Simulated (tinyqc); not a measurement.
Convergence with the basis: effective-mass impurity with a central-cell term, in a basis of Slater functions. Computed by tinyqc, a small Python program. Command: `OMP_NUM_THREADS=1 python tinyqc.py 3011408 3011409 out.jsonl centralcell walk`. One thread of a shared host (Intel(R) Xeon(R) Processor @ 2.30GHz), about 0.01 s of CPU time with the checks.

The envelope obeys H = -nabla^2 - (2/r) [Z + A exp(-kappa r)] in effective units, with kappa = a*/lambda; positive A deepens the well near the core.

Inputs (values chosen for the exercise, with screening close to that of InP):

| quantity | value | unit |
|---|---|---|
| effective mass m | 0.455 | m_0 |
| dielectric constant eps | 12.9 | - |
| charge Z of the core | 1 | - |
| central-cell strength A | 4.7 | - |
| central-cell range lambda | 0.92 | angstrom |
| smallest exponent zeta_1 | 0.34 | 1/a* |
| ratio beta of exponents | 2.4 | - |

Impurity: acceptor, one isotropic band.

Constants: Ry = 13.605693123 eV; a_0 = 0.529177210903 angstrom.

Method:
- Units: Ry* = Ry m/eps^2 and a* = a_0 eps/m, with m in m_0.
- kappa = a*/lambda; the hydrogenic ground state is bound by Z^2 Ry*.
- For s functions exp(-zeta r), with s = zeta_i + zeta_j: S = 2/s^3, T = zeta_i zeta_j S, V = -2 Z/s^2, W = -2 A/(s + kappa)^2; each function is normalised by dividing by sqrt(S_ii S_jj).
- Large basis: zeta_i = 0.06 x 1.6^(i-1), i = 1..22, same formulas; for p functions r exp(-zeta r): S = 24/s^5, T = zeta_i zeta_j S (centrifugal term included), V = -12 Z/s^4, W = -12 A/(s + kappa)^4; overlap eigenvalues below 1e-11 are dropped.
- Binding energies are -E Ry*; the effective quantum number is nu = Z/sqrt(-E); |psi(0)|^2 is given relative to the hydrogenic Z^3/(pi a*^3).
- zeta_i = zeta_1 beta^(i-1), i = 1..n.
- The error is the lowest level above the large-basis value.

kappa = 16.3077 1/a*

Ry* = 37.2008 meV

1s binding energy = 44.5544 meV

Error of the 1s level:

| n | error (meV) | largest exponent (1/a*) |
|---|---|---|
| 1 | 23.368 | 3.4000e-01 |
| 2 | 5.195 | 8.1600e-01 |
| 3 | 1.298 | 1.9584e+00 |
| 4 | 0.854 | 4.7002e+00 |
| 5 | 0.188 | 1.1280e+01 |
| 6 | 0.188 | 2.7073e+01 |
| 7 | 0.186 | 6.4975e+01 |
| 8 | 0.185 | 1.5594e+02 |

What follows from these numbers?

The error falls from 23.4 to 0.185 meV. The last function changes it by less than 5 %: it has levelled off, and what remains is set by beta and zeta_1, not by the range of exponents. Caution: the density at the core is many times hydrogenic, so the result hangs on the model potential inside one cell, where the envelope picture is weak.

Extremes, crossings and ranges named in words are read from the listed rows.
